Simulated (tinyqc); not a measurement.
Gain factor and gap resistance from two string resistances.

Inverse problem. At small bit-line voltage each of the 48 cells has the resistance 1/(K x) at overdrive x (no mobility reduction) in series with a gap resistance Rg. Find K, Rg and the share of the gaps at the higher overdrive.

resistance of a string of 48 equal cells at overdrives of 4.2 and 8.1 V (kohm): 1705.5038  1415.8908

Answer. The resistance per cell is a straight line in 1/x with slope 1/K and intercept Rg.

K = 19.00 uA/V^2
Rg = 23.00 kohm
share of the gaps = 77.97 %

Program tinyqc, `OMP_NUM_THREADS=1 python tinyqc.py 2142009 2142010 out.jsonl`; Intel Xeon 2.30GHz, shared host, one thread, about 0.5 s.
